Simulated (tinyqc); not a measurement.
# Tunnelling through a two-layer gate stack, WKB transmission and Tsu-Esaki current: several studies

Electrons leave the emitter at x = 0. Energies E (motion across the layers) are in eV from the emitter Fermi level; the collector Fermi level lies at -V and offers states at every E. No charge in the dielectric and no image force: F1 = V/(t1 + t2 eps1/eps2), F2 = F1 eps1/eps2; U = phi1 - F1 x in layer 1 and phi2 - F1 t1 - F2 (x - t1) in layer 2. With C = hbar^2/(2 m0), kappa = sqrt(m (U - E)/C) where U > E and 0 elsewhere; T(E) = exp(-S), S = 2 times the integral of kappa over x.

Parameters, values chosen for the exercise; layer 1 close to silicon dioxide, layer 2 close to hafnium oxide:
```
symbol,value,unit,meaning
T,77,K,temperature
Ef,0.33,eV,Fermi energy of the emitter above its band bottom
me,0.36,m0,emitter mass in the supply function
phi1,2.99,eV,barrier of layer 1 above the emitter Fermi level at zero bias
m1,0.48,m0,tunnelling mass of layer 1
t1,1,nm,thickness of layer 1
eps1,3.75,,relative permittivity of layer 1
phi2,1.52,eV,barrier of layer 2 at zero bias
m2,0.19,m0,tunnelling mass of layer 2
t2,2.3,nm,thickness of layer 2
eps2,21,,relative permittivity of layer 2
V,0.5,V,voltage across the dielectric
```

Constants: q = 1.602176634e-19 C, kB = 1.380649e-23 J/K, hbar = 1.054571817e-34 J s, m0 = 9.1093837015e-31 kg, Vt = kB T/q, hbar^2/(2 m0) = 0.0380998212 eV nm^2. Results are converted to the units shown.

Each table varies one quantity; the others keep the values above.

## Effect of the barrier height

Each layer adds (2/F) sqrt(m/C) [G(u at its left edge) - G(u at its right edge)] to S, with u = U - E (0 where negative) and G(u) = (2/3) u^1.5. J = J0 times the integral of T(E) N(E) dE, N = ln[(1 + exp(-E/Vt))/(1 + exp((-E - V)/Vt))], J0 = q^2 me m0 kB T/(2 pi^2 hbar^3) (times 1e-4 for A/cm^2 per eV), from E = -Ef to far above the barrier (T = 1 there), by quadrature converged to the digits shown.

Effect of the barrier height:
```
phi1 (eV)  S at E = 0   T(E = 0)  J (A/cm^2)  mean E of the current (eV)
1.5             18.89   6.224e-9      0.4450                     -0.1686
1.77            19.69   2.807e-9      0.2094                     -0.1703
2.04            20.42   1.352e-9      0.1043                     -0.1717
2.31            21.10  6.856e-10     0.05434                     -0.1727
2.59            21.76  3.544e-10     0.02876                     -0.1737
2.86            22.36  1.943e-10     0.01608                     -0.1745
3.13            22.93  1.097e-10    0.009233                     -0.1751
3.4             23.48  6.357e-11    0.005429                     -0.1757
```

What does the comparison show?

J falls from 0.445 to 0.00543 A/cm^2, on average 1.01 decades for each eV, while S rises from 18.9 to 23.5.

## Effect of the thickness t2 at fixed voltage

Same model as above.

Results:
```
t2 (nm)  S at E = 0   T(E = 0)  J (A/cm^2)  mean E of the current (eV)
1.4           18.32   1.103e-8       1.276                     -0.1874
1.73          19.90   2.279e-9      0.2331                     -0.1828
2.39          23.07  9.523e-11    0.007702                     -0.1735
2.71          24.62  2.025e-11    0.001469                     -0.1691
3.04          26.22  4.083e-12    2.656e-4                     -0.1645
3.37          27.83  8.197e-13    4.796e-5                     -0.1599
3.7           29.44  1.639e-13    8.654e-6                     -0.1554
```

Estimate the missing row, t2 = 2.06 nm.

Computed row:
```
t2 (nm)  S at E = 0   T(E = 0)  J (A/cm^2)  mean E of the current (eV)
2.06          21.48  4.674e-10     0.04243                     -0.1781
```

With this row back in the table: J falls from 1.28 to 8.65e-6 A/cm^2: 2.24 decades a nanometre between the first two rows and 2.25 between the last two. The exponent S alone gives dS/dt/ln 10 = 2.08 and 2.12.

## Effect of the tunnelling mass m1

Same model as above.

Effect of the tunnelling mass m1:
```
m1 (m0)  S at E = 0   T(E = 0)  J (A/cm^2)  mean E of the current (eV)
0.12          16.69   5.654e-8       5.679                     -0.1822
0.15          17.39   2.801e-8       2.751                     -0.1813
0.2           18.42   1.000e-8      0.9512                     -0.1800
0.25          19.33   4.039e-9      0.3733                     -0.1789
0.31          20.30   1.523e-9      0.1365                     -0.1777
0.4           21.60  4.149e-10     0.03573                     -0.1761
0.5           22.89  1.150e-10    0.009527                     -0.1745
0.63          24.37  2.597e-11    0.002056                     -0.1726
```

Read the table: what changes, and by how much?

J falls from 5.68 to 0.00206 A/cm^2. S goes as m1^(0.23): only one of the two layers feels this mass, so the power is below 0.5.

Numbers from tinyqc (`OMP_NUM_THREADS=1 python tinyqc.py 2540046 2540047 out.jsonl`; about 0.03 s on one thread of a shared Intel Xeon 2.30GHz).
